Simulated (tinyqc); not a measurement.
# Threshold of a short bulk MOSFET: charge sharing, barrier lowering, narrow width: effects of single changes

n-channel device on a p-type body, depletion approximation, full ionisation. Uniform doping N = Na. Vbi from Boltzmann statistics is rough for the degenerate source. Cox = eps0 eox/tox.

Parameters, values chosen for the exercise; band and dielectric values close to those of silicon:
- T = 300 K (temperature)
- Eg = 1.11 eV (band gap)
- eps_r = 11.8 (relative permittivity)
- Nc = 2.76e19 cm^-3 (conduction-band density of states at T)
- Nv = 2.68e19 cm^-3 (valence-band density of states at T)
- eox = 21.6 (relative permittivity of the gate insulator (close to hafnium oxide))
- tox = 20 nm (insulator thickness)
- Na = 2.7e17 cm^-3 (channel doping)
- Nsd = 1e20 cm^-3 (source and drain doping)
- Vfb = -0.99 V (flat-band voltage for the doping Na)
- xj = 63 nm (junction depth)
- Vbs = -1 V (body-source voltage)
- Vds = 0.05 V (drain-source voltage)
- W = 720 nm (gate width)
- xw = 0.7854 (shape factor of the fringing depletion at the width edges)
- L = 240 nm (channel length)

Constants: q = 1.602176634e-19 C, kB = 1.380649e-23 J/K, Vt = kB T/q, eps0 = 8.8541878128e-14 F/cm where lengths are in cm. Results are converted to the units shown.

Each table varies one quantity; the others keep the values above.

## Threshold roll-off against channel length

ni = sqrt(Nc Nv) exp(-Eg/(2 Vt)), Eg in volts; 2 pB = 2 Vt ln(N/ni); flat band Vfb - Vt ln(N/Na); Wd = sqrt(2 eps0 eps_r (2 pB - Vbs)/(q N)); body term q N Wd/Cox; long-channel VT0 = flat band + 2 pB + body term; Vbi = Vt ln(N Nsd/ni^2); scale length l = sqrt((eps_r/eox) tox Wd). Charge sharing (trapezoid; it ignores Vds): F = (xj/L)(sqrt(1 + 2 Wd/xj) - 1), lowering = body term times F. Barrier lowering: th = exp(-L/(2 l)) + 2 exp(-L/l), lowering = th [2 (Vbi - 2 pB) + Vds], DIBL = th. Narrow width: rise = body term times xw Wd/W. VT by each model = VT0 - lowering + rise. DIBL under 0.001 mV/V is printed as 0.

The same in every row: N (cm^-3) = 2.700e17; VT0 (V) = 0.3116.

Threshold roll-off against channel length:

| L (nm) | L/l | F | DIBL (mV/V) | VT, charge sharing (V) | VT, barrier lowering (V) |
|---|---|---|---|---|---|
| 100 | 3.103 | 0.6329 | 301.8 | 0.08403 | 0.2489 |
| 150 | 4.654 | 0.4219 | 116.6 | 0.1748 | 0.3147 |
| 210 | 6.515 | 0.3014 | 41.44 | 0.2266 | 0.3415 |
| 310 | 9.618 | 0.2042 | 8.289 | 0.2684 | 0.3533 |
| 440 | 13.65 | 0.1438 | 1.088 | 0.2944 | 0.3559 |
| 640 | 19.86 | 0.09889 | 0.04878 | 0.3137 | 0.3562 |
| 930 | 28.85 | 0.06805 | 0 | 0.3270 | 0.3563 |
| 1300 | 40.33 | 0.04868 | 0 | 0.3353 | 0.3563 |
| 1900 | 58.95 | 0.03331 | 0 | 0.3419 | 0.3563 |

VT by barrier lowering rises from 0.249 to 0.356 V and VT by charge sharing rises from 0.0840 to 0.342 V. DIBL is under 100 mV/V from L = 210 nm on among the rows (th = 0.1 at L/l = 4.92). For L = 100 F exceeds 0.5: the shares of source and drain overlap, and the trapezoid formula no longer holds. For L = 100 DIBL exceeds 250 mV/V, where the barrier formula is rough.

## Effect of the body-source voltage

Same model as above.

The same in every row: N (cm^-3) = 2.700e17.

Effect of the body-source voltage:

| Vbs (V) | VT0 (V) | L/l | F | DIBL (mV/V) | VT, charge sharing (V) | VT, barrier lowering (V) |
|---|---|---|---|---|---|---|
| 0 | 0.1750 | 9.014 | 0.1967 | 11.28 | 0.1381 | 0.1918 |
| -0.3 | 0.2218 | 8.371 | 0.2207 | 15.67 | 0.1747 | 0.2442 |
| -0.6 | 0.2629 | 7.908 | 0.2408 | 19.92 | 0.2061 | 0.2909 |
| -0.9 | 0.3000 | 7.549 | 0.2583 | 24.00 | 0.2341 | 0.3337 |
| -1.2 | 0.3340 | 7.260 | 0.2739 | 27.93 | 0.2595 | 0.3735 |
| -1.5 | 0.3657 | 7.018 | 0.2880 | 31.71 | 0.2828 | 0.4109 |
| -1.8 | 0.3954 | 6.812 | 0.3009 | 35.37 | 0.3045 | 0.4465 |
| -2.1 | 0.4235 | 6.633 | 0.3128 | 38.90 | 0.3248 | 0.4805 |

What does the table show?

As Vbs goes from 0 to -2.1, VT0 rises from 0.175 to 0.423 V, DIBL rises from 11.3 to 38.9 mV/V, F rises from 0.197 to 0.313 and VT by barrier lowering rises from 0.192 to 0.480 V. The apparent body effect -dVT/dVbs between the first two rows is 0.175 by barrier lowering and 0.122 by charge sharing, against 0.156 for a long device.

Computed by the program tinyqc: `OMP_NUM_THREADS=1 python tinyqc.py 2002136 2002137 out.jsonl`, one thread of a shared Intel Xeon 2.30GHz, about 0.01 s for the whole run.
